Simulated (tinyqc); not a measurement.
Brillouin zone and empty-lattice bands of the fcc structure: one step. Empty-lattice levels at Gamma, U and X.

Primitive vectors a (0,1/2,1/2), a (1/2,0,1/2), a (1/2,1/2,0); one atom. Reciprocal vectors obey a_i.b_j = 2 pi delta_ij; k is given in units of 2 pi/a. Empty-lattice levels are c0 (2 pi/a)^2 |k + G|^2, c0 = hbar^2/2m0. Points: X = (1, 0, 0), L = (0.5, 0.5, 0.5), K = (0.75, 0.75, 0), W = (1, 0.5, 0), U = (1, 0.25, 0.25).

Constants: hbar^2/2m0 = 3.80998211 eV angstrom^2.

Parameters, chosen for this exercise (out of a larger set: lattice near that of Au; not measured data): a = 4.069 angstrom (lattice constant).

Problem. Give the five lowest values of |k + G|^2 with their degeneracy (spin not counted).

Give: a table of point, |k + G|^2, degeneracy, E (eV).

Solution.

Levels:
```
point  |k + G|^2  degeneracy  E (eV)
Gamma     0.0000           1   0.000
Gamma     3.0000           8  27.254
Gamma     4.0000           6  36.339
Gamma     8.0000          12  72.677
Gamma    11.0000          24  99.931
U         1.1250           3  10.220
U         2.1250           2  19.305
U         3.1250           1  28.389
U         4.1250           4  37.474
U         5.1250           2  46.559
X         1.0000           2   9.085
X         2.0000           4  18.169
X         5.0000           8  45.423
X         6.0000           8  54.508
X         9.0000          10  81.762
```

The lowest level is 3-fold at U and 2-fold at X: as many zones meet there, and these are the lowest sets at these points on which a weak potential acts.

Program tinyqc; command `OMP_NUM_THREADS=1 python tinyqc.py 1880065 1880066 out.jsonl`; about 0.02 s on one thread of a shared Intel(R) Xeon(R) Processor @ 2.30GHz.
